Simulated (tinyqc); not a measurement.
Worked calculation: WKB tunnelling through a gate dielectric with a two-band (Franz) dispersion. Values are carried at full precision from step to step, so a last printed digit may differ when a step is redone from the rounded ones.

Constants: hbar^2/2m0 = 3.80998211 eV angstrom^2.

Inputs chosen for the exercise (of the size used for SiO2 on silicon; the results hold for these values, not for the real material):
- phi = 3.04 eV (barrier above the electron energy at the emitter)
- t = 31 angstrom (thickness)
- V = 3.5 V (voltage across the layer)
- Eg = 8.67 eV (gap of the dielectric)
- m = 0.57 m0 (mass at the conduction edge)

## Shape of the barrier

Field V/t (1 V/angstrom = 100 MV/cm), the end of the forbidden region x_e = min(t, phi t/V), and u there.

field = 11.29 MV/cm
x_e = 26.93 angstrom
u(x_e) = 0.000 eV

V >= phi: a triangle, Fowler-Nordheim tunnelling into the conduction band of the dielectric.

## Decay constant through the layer

At depth x the conduction edge lies u(x) = phi - V x/t above the electron. Parabolic: kappa = sqrt(m u/c). Franz: kappa = sqrt(m u (1 - u/Eg)/c), which vanishes at both band edges. c = hbar^2/2m0. T = exp(-2 integral of kappa dx) over the region u > 0; no image force, no prefactor, zero transverse momentum. The region ends at x_e = min(t, phi t/V); x_e < t is the Fowler-Nordheim regime.

Nine points x = j x_e/8.

kappa (1/angstrom):

| x (angstrom) | u (eV) | parabolic | Franz |
|---|---|---|---|
| 0.000 | 3.0400 | 0.6744 | 0.5434 |
| 3.366 | 2.6600 | 0.6308 | 0.5252 |
| 6.731 | 2.2800 | 0.5840 | 0.5014 |
| 10.097 | 1.9000 | 0.5332 | 0.4711 |
| 13.463 | 1.5200 | 0.4769 | 0.4331 |
| 16.829 | 1.1400 | 0.4130 | 0.3849 |
| 20.194 | 0.7600 | 0.3372 | 0.3221 |
| 23.560 | 0.3800 | 0.2384 | 0.2332 |
| 26.926 | 0.0000 | 0.0000 | 0.0000 |

At the emitter the Franz value is 19.4 % below the parabolic one, the factor sqrt(1 - phi/Eg).

## The integrals by Simpson's rule

Weights 1, 4, 2, 4, 2, 4, 2, 4, 1 times a third of the spacing.

integral of kappa dx: parabolic 12.041, Franz 10.674

## The integrals in closed form

Parabolic: (2/3) sqrt(m/c) (t/V) (phi^(3/2) - u_e^(3/2)). Franz: sqrt(m/c) Eg^(3/2) (t/V) (f(phi/Eg) - f(u_e/Eg)) with f(y) = ((2y - 1) sqrt(y (1 - y)) + arcsin(sqrt y))/4. u_e = max(phi - V, 0). T = exp(-2 I).

integral of kappa dx: parabolic 12.1057, Franz 10.7392

T: parabolic 3.06e-11, Franz 4.70e-10

The two-band dispersion raises T by a factor 15.4.

## Checks

- Franz integral in closed form against adaptive quadrature: both 10.7392.

Program tinyqc; command `OMP_NUM_THREADS=1 python tinyqc.py 1452727 1452728 out.jsonl`; about 0.01 s on one thread of a shared Intel(R) Xeon(R) Processor @ 2.30GHz.
